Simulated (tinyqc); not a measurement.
# Double-gate transistor below threshold, two-dimensional Poisson equation on a small mesh, step by step

Computed by the program tinyqc: `OMP_NUM_THREADS=1 python tinyqc.py 2480128 2480129 out.jsonl`, one thread of a shared Intel Xeon 2.30GHz, about 0.2 s for the whole run. Printed values are rounded.

Half of a symmetric double-gate structure: row 0 is the mid-plane of the body, where the normal field vanishes. Mobile charge is neglected (subthreshold), the body is fully depleted, and potentials are counted from the intrinsic level; rows run upward to the gate, columns from source to drain.

Values chosen for this exercise; semiconductor permittivity close to that of silicon: temperature T = 300 K; relative permittivity of the semiconductor eps_r = 11.7; relative permittivity of the insulator eox = 7.5; half the body thickness tb = 8 nm; insulator thickness tox = 3.6 nm; channel length L = 42 nm; acceptor density of the depleted body Na = 0 cm^-3; potential of the source Vbi = 0.47 V; gate offset Vfb = 0.03 V; gate voltage Vg = 0.05 V; drain voltage Vd = 0.7 V.

Constants: q = 1.602176634e-19 C, kB = 1.380649e-23 J/K, Vt = kB T/q, eps0 = 8.8541878128e-14 F/cm where lengths are in cm. Results are converted to the units shown.

## Coefficients of the five-point equations

Mesh: rows i = 0..2 in the semiconductor (step hs = tb/2, row 2 on the interface), then 2 step(s) ho = tox/2 up to the gate row 4; columns j = 0..5 (step hy = L/5). Box integration, divided by eps0: up_i = eps hy/h of the interval above row i, dn_i = that of the interval below (0 for row 0), lat_i = (sum of eps h/2 over the intervals above and below)/hy, s_i = -q Na w_i hy/eps0 with w_i the semiconductor height of the box (hs/2 for row 0 and the interface row, hs between, 0 in the insulator). Each free node obeys (up + dn + 2 lat) psi = up psi(above) + dn psi(below) + lat [psi(left) + psi(right)] + s.

| row | up | dn | lat | s (V) |
|---|---|---|---|---|
| 0 | 24.57 | 0 | 2.78571 | 0 |
| 1 | 24.57 | 24.57 | 5.57143 | 0 |
| 2 | 35 | 24.57 | 3.58929 | 0 |
| 3 | 35 | 35 | 1.60714 | 0 |

## Iteration 1: Gauss-Seidel sweep

psi at the start (fixed values on the edges, free nodes at zero) (V):

|  | j=0 | j=1 | j=2 | j=3 | j=4 | j=5 |
|---|---|---|---|---|---|---|
| row 0 | 0.47000 | 0.00000 | 0.00000 | 0.00000 | 0.00000 | 1.17000 |
| row 1 | 0.47000 | 0.00000 | 0.00000 | 0.00000 | 0.00000 | 1.17000 |
| row 2 | 0.47000 | 0.00000 | 0.00000 | 0.00000 | 0.00000 | 1.17000 |
| row 3 | 0.24500 | 0.00000 | 0.00000 | 0.00000 | 0.00000 | 0.59500 |
| row 4 | 0.02000 | 0.02000 | 0.02000 | 0.02000 | 0.02000 | 0.02000 |

Free nodes: rows 0..3, columns 1..4, taken row by row from row 0, left to right. t = (up psi(above) + dn psi(below) + lat [psi(left) + psi(right)] + s)/(up + dn + 2 lat), with the newest neighbours; psi(new) = t.

psi after iteration 1 (V):

|  | j=0 | j=1 | j=2 | j=3 | j=4 | j=5 |
|---|---|---|---|---|---|---|
| row 0 | 0.47000 | 0.04344 | 0.00401 | 0.00037 | 0.10817 | 1.17000 |
| row 1 | 0.47000 | 0.06114 | 0.00729 | 0.00082 | 0.15230 | 1.17000 |
| row 2 | 0.47000 | 0.04778 | 0.00525 | 0.00059 | 0.11901 | 1.17000 |
| row 3 | 0.24500 | 0.03778 | 0.01290 | 0.01012 | 0.07973 | 0.59500 |
| row 4 | 0.02000 | 0.02000 | 0.02000 | 0.02000 | 0.02000 | 0.02000 |

## Iteration 2: Gauss-Seidel sweep

As before.

psi after iteration 2 (V):

|  | j=0 | j=1 | j=2 | j=3 | j=4 | j=5 |
|---|---|---|---|---|---|---|
| row 0 | 0.47000 | 0.09365 | 0.01463 | 0.01202 | 0.23339 | 1.17000 |
| row 1 | 0.47000 | 0.10176 | 0.01758 | 0.02084 | 0.25369 | 1.17000 |
| row 2 | 0.47000 | 0.08282 | 0.01772 | 0.02033 | 0.19920 | 1.17000 |
| row 3 | 0.24500 | 0.05482 | 0.01946 | 0.02146 | 0.11832 | 0.59500 |
| row 4 | 0.02000 | 0.02000 | 0.02000 | 0.02000 | 0.02000 | 0.02000 |

## Course of the iteration: Gauss-Seidel sweep

Stop when the largest change of psi is below 1e-7 V, or after 400 iterations. Fixed values: gate row Vg - Vfb; column 0 at Vbi and the last column at Vbi + Vd in the semiconductor, each running linearly to Vg - Vfb across the insulator.

Course of the iteration:

| iteration | psi at row 0, j = 2 (V) | largest \|change\| of one entry (V) |
|---|---|---|
| 1 | 0.00401461 | 0.152 |
| 2 | 0.0146297 | 0.125 |
| 3 | 0.0272502 | 0.0853 |
| 4 | 0.0442762 | 0.0605 |
| 5 | 0.0622152 | 0.0412 |
| 6 | 0.0793842 | 0.0284 |
| 7 | 0.0948966 | 0.0227 |
| 8 | 0.108406 | 0.0182 |
| 9 | 0.119886 | 0.0144 |
| ... | ... | ... |
| 53 | 0.170471 | 5.72e-7 |
| 54 | 0.170471 | 4.55e-7 |
| 55 | 0.170471 | 3.61e-7 |
| 56 | 0.170472 | 2.87e-7 |
| 57 | 0.170472 | 2.28e-7 |
| 58 | 0.170472 | 1.81e-7 |
| 59 | 0.170472 | 1.44e-7 |
| 60 | 0.170472 | 1.14e-7 |
| 61 | 0.170473 | 9.05e-8 |

Converged in 61 iterations. At the end each change is about 0.79 times the one before: linear convergence.

## Barrier, swing and barrier lowering

converged psi (V):

|  | j=0 | j=1 | j=2 | j=3 | j=4 | j=5 |
|---|---|---|---|---|---|---|
| row 0 | 0.47000 | 0.23945 | 0.17047 | 0.24456 | 0.52739 | 1.17000 |
| row 1 | 0.47000 | 0.22113 | 0.15425 | 0.22089 | 0.48660 | 1.17000 |
| row 2 | 0.47000 | 0.16154 | 0.10776 | 0.15208 | 0.35109 | 1.17000 |
| row 3 | 0.24500 | 0.09359 | 0.06506 | 0.08791 | 0.19239 | 0.59500 |
| row 4 | 0.02000 | 0.02000 | 0.02000 | 0.02000 | 0.02000 | 0.02000 |

d psi/dVg on row 0: j=0 0.000000, j=1 0.545728, j=2 0.765607, j=3 0.765607, j=4 0.545728, j=5 0.000000
d psi/dVd on row 0: j=0 0.00000, j=1 0.02147, j=2 0.06428, j=3 0.17011, j=4 0.43281, j=5 1.00000

The barrier is read along row 0, the path farthest from the gate. Take the node j of lowest psi: barrier Vbi - psi_j; swing Vt ln 10/(d psi_j/dVg); DIBL = (d psi_j/dVd)/(d psi_j/dVg). The derivatives solve the same equations with s = 0 and a unit change of that voltage.

j = 2
barrier = 0.299527 V
swing = 77.7507 mV/decade
DIBL = 83.9594 mV/V

A mesh of 12, 8 and 80 steps (semiconductor, insulator, channel) gives a barrier of 0.313 V, a swing of 75.6 mV a decade and a DIBL of 74.2 mV/V; the small mesh puts the barrier 4.4 % below that.
